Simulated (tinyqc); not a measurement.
Polar nitride quantum well with polarisation fields, step by step. Values are carried at full precision from step to step, so a last printed digit may differ when a step is redone from the rounded ones.

Growth along [0001]. e_par = (a_sub - a)/a, Ppz = 2 e_par (e31 - e33 C13/C33), P = Psp + Ppz in each layer; strain relaxation and the strain shift of the gaps are left out, although thick layers with more than about 1 % mismatch would relax.

Constants: hbar^2/2m0 = 3.80998211 eV angstrom^2; hc = 1239.841984 eV nm.

Values chosen for the exercise (near those of an InGaN well in GaN; the results hold for these values, not for the real material): a_w = 3.25 angstrom (lattice constant a, well); a_b = 3.189 angstrom (lattice constant a, barrier); a_sub = 3.189 angstrom (in-plane lattice constant of the stack); Psp_w = -0.0301 C/m^2 (spontaneous polarisation); Psp_b = -0.0347 C/m^2 (spontaneous polarisation); e31_w = -0.345 C/m^2; e31_b = -0.343 C/m^2; e33_w = 0.713 C/m^2; e33_b = 0.699 C/m^2; C_w = 0.29 (C13/C33); C_b = 0.265 (C13/C33); Lw = 45 angstrom (well width); Lb = 90 angstrom (barrier width); eps_w = 10.9 (dielectric constant); eps_b = 10.2 (dielectric constant); Eg = 2.775 eV (gap of the well); Vc = 0.452 eV (conduction offset); Vv = 0.213 eV (valence offset); me = 0.178 m0 (electron, well); meb = 0.2 m0 (electron, barrier); mh = 1.6 m0 (hole, everywhere).

## Strain and polarisation

Give strain and polarisation of well and barrier; the bound sheet charge is |P_w - P_b|/e with e = 1.602176634e-19 C.

Layers:
```
layer       e_par  Ppz (C/m^2)  P (C/m^2)
well     -0.01877      0.02071   -0.00939
barrier   0.00000      0.00000   -0.03470
```

sheet charge = 1.580 x 1e13/cm^2

Of P_w - P_b = +0.0253 C/m^2 the piezoelectric part gives +0.0207 and the spontaneous part +0.0046.

## Built-in fields

In a periodic stack without free charge the potential drop over a period vanishes: F_w = (P_b - P_w) Lb/(eps0 (eps_w Lb + eps_b Lw)), F_b = -F_w Lw/Lb, eps0 = 8.8541878e-12 F/m; 1 MV/cm = 1e8 V/m = 0.01 V/angstrom.

Give both fields and the drop |F_w| Lw across the well.

F_w = -1.787 MV/cm
F_b = 0.893 MV/cm
drop = 0.804 eV

## Levels with and without the field

Envelope functions on cells of 0.25 angstrom over barrier, well, barrier (widths Lb, Lw, Lb), psi = 0 beyond, psi'/m continuous (mean mass between points), c = hbar^2/2m0. With u(z) the integral of e F (F_w in the well, F_b = -F_w Lw/Lb in the barriers, 1 MV/cm = 0.01 V/angstrom), zero at the centre of the well, the electron sees u plus Vc in the barriers and the hole -u plus Vv. The transition is Eg + E_e + E_h; excitons are left out.

Ground states of electron and hole, their centres, the squared overlap, the transition and its wavelength hc/E.

Results:
```
case            E_e (eV)  E_h (eV)  <z>_e  <z>_h  overlap^2  E (eV)     nm
no field          0.0590    0.0088    0.0    0.0      0.978  2.8428  436.1
built-in field   -0.0943   -0.2528   14.5  -18.7    0.00418  2.4279  510.7
```

The field shifts the line by -415 meV, below the gap of the well material, pulls the carriers 33.2 angstrom apart and, with the rate proportional to overlap^2, lengthens the radiative lifetime by a factor 234.

## Estimate from two triangular wells

For a strong field: E = Eg - |e F_w| Lw + a0 (c (e F_w)^2)^(1/3) (me^(-1/3) + mh^(-1/3)), a0 = 2.338107, hard walls, c = hbar^2/2m0, 1 MV/cm = 0.01 V/angstrom.

electron term = 0.4437 eV
hole term = 0.2134 eV
E = 2.6280 eV

Both terms lie below the drop across the well, but the estimate also takes the near wall as infinitely high. Against the grid result 2.4279 eV the estimate errs by +200 meV: +136 from the electron and +64 from the hole, since hard walls stand in for offsets of 0.452 and 0.213 eV into which the carriers leak.

## Checks

- Electron level without field against the matching condition of the square well, eV: both 0.059.

tinyqc: `OMP_NUM_THREADS=1 python tinyqc.py 1251538 1251539 out.jsonl`; about 0.06 s, one thread, shared Intel(R) Xeon(R) Processor @ 2.30GHz.
